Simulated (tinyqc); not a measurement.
Finite-size error of a charged defect in a periodic cell: Madelung and Makov-Payne terms: one step, computed by the program tinyqc. Command: `OMP_NUM_THREADS=1 python tinyqc.py 3009035 3009036 out.jsonl imagecharge walk`. One thread of a shared host (Intel(R) Xeon(R) Processor @ 2.30GHz), about 0.04 s of CPU time with the checks.

L is the cube root of the cell volume. The defect charge is a Gaussian, rho(r) = q (2 pi sigma^2)^(-3/2) exp(-r^2/2 sigma^2), repeated periodically in a uniform neutralising background and screened by a continuum. The model cell energy is E(L) = E_0 + [periodic - isolated electrostatic energy].

Question. Madelung energy. Ewald sum for a unit point charge: scale each Cartesian component of the cell by 1/sqrt(eps_i), giving R', G' and V'; E = [ (1/2) sum erfc(eta R')/R' + (2 pi/V') sum exp(-G'^2/4 eta^2)/G'^2 - eta/sqrt(pi) - pi/(2 V' eta^2) ] e^2/(4 pi eps_0) / sqrt(eps_x eps_y eps_z), over n_i = -6..6, omitting n = (0,0,0), eta = 2/V'^(1/3). alpha = -2 E eps_g L/(e^2/(4 pi eps_0)), eps_g = (eps_x eps_y eps_z)^(1/3).

Inputs (values chosen for the exercise, with screening close to that of silicon): charge q = -3 e; cell length L = 18.6 angstrom; dielectric constant eps = 11.5.

Supercell lattice: bcc. Screening: isotropic.

cell vectors (rows) (angstrom):
```
           1          2          3
1  -11.71727   11.71727   11.71727
2   11.71727  -11.71727   11.71727
3   11.71727   11.71727  -11.71727
```

Constants: e^2/(4 pi eps_0) = 14.39964548 eV angstrom.

Give: terms for a unit charge; Madelung constant alpha; point-charge correction -q^2 E.

Answer.

terms for a unit charge (eV): real space 0.00056, reciprocal 0.00461, self -0.07596, background -0.02644

Madelung constant alpha = 2.888

point-charge correction -q^2 E = 0.8750 eV
